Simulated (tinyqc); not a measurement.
# Voltage drop against the pad pitch

A grid of 25 by 25 nodes with segments Rx (rows) and Ry (columns); every node draws I1 and the central node kh I1; pads with resistance Rp sit at the nodes whose row and column are multiples of the pitch, counting from 0. The drops u = Vdd - V follow from G u = i, with G the conductance matrix and i the load currents, solved directly.

Inputs (values chosen for the exercise):
- Vdd = 0.9 V (supply voltage)
- Rx = 0.91 ohm (resistance of a horizontal segment)
- Ry = 0.21 ohm (resistance of a vertical segment)
- Rp = 0.07 ohm (resistance from a pad node to the supply)
- kh = 8 (factor on the load at the hot node)
- I1 = 0.28 mA (load current of a node in the large grid)

Result of one run:

| pitch (nodes) | pads | worst drop (mV) | mean drop (mV) | largest drop at a pad (mV) | largest pad current (mA) | worst drop over Vdd (%) |
|---|---|---|---|---|---|---|
| 2 | 169 | 0.25514 | 0.16042 | 0.17293 | 2.4704 | 0.028349 |

What becomes of these results when the pad pitch is changed from 2 to 1 nodes, all else the same?

Result of the changed run:

| pitch (nodes) | pads | worst drop (mV) | mean drop (mV) | largest drop at a pad (mV) | largest pad current (mA) | worst drop over Vdd (%) |
|---|---|---|---|---|---|---|
| 1 | 625 | 0.10100 | 0.019820 | 0.10100 | 1.4429 | 0.011223 |

The whole series:

| pitch (nodes) | pads | worst drop (mV) | mean drop (mV) | largest drop at a pad (mV) | largest pad current (mA) | worst drop over Vdd (%) |
|---|---|---|---|---|---|---|
| 1 | 625 | 0.10100 | 0.019820 | 0.10100 | 1.4429 | 0.011223 |
| 2 | 169 | 0.25514 | 0.16042 | 0.17293 | 2.4704 | 0.028349 |
| 3 | 81 | 0.56634 | 0.41510 | 0.27592 | 3.9418 | 0.062926 |
| 4 | 49 | 1.0786 | 0.79217 | 0.41322 | 5.9031 | 0.11985 |
| 6 | 25 | 2.5392 | 1.9224 | 0.78255 | 11.179 | 0.28213 |
| 8 | 16 | 5.1472 | 3.5839 | 1.1375 | 16.250 | 0.57191 |
| 12 | 9 | 9.9334 | 8.1779 | 2.4329 | 34.755 | 1.1037 |
| 24 | 4 | 39.497 | 32.269 | 3.0968 | 44.240 | 4.3886 |

The worst drop goes from 0.101 to 39.5 mV while the number of pads falls from 625 to 4; between the last two rows it goes as pitch^(1.99). The largest drop at a pad is 100 % of the worst drop in the first row and 7.84 % in the last; the rest falls along the wires.

tinyqc, about 0.3 s, one thread, Intel Xeon 2.30GHz (shared host): `OMP_NUM_THREADS=1 python tinyqc.py 2770224 2770225 out.jsonl`
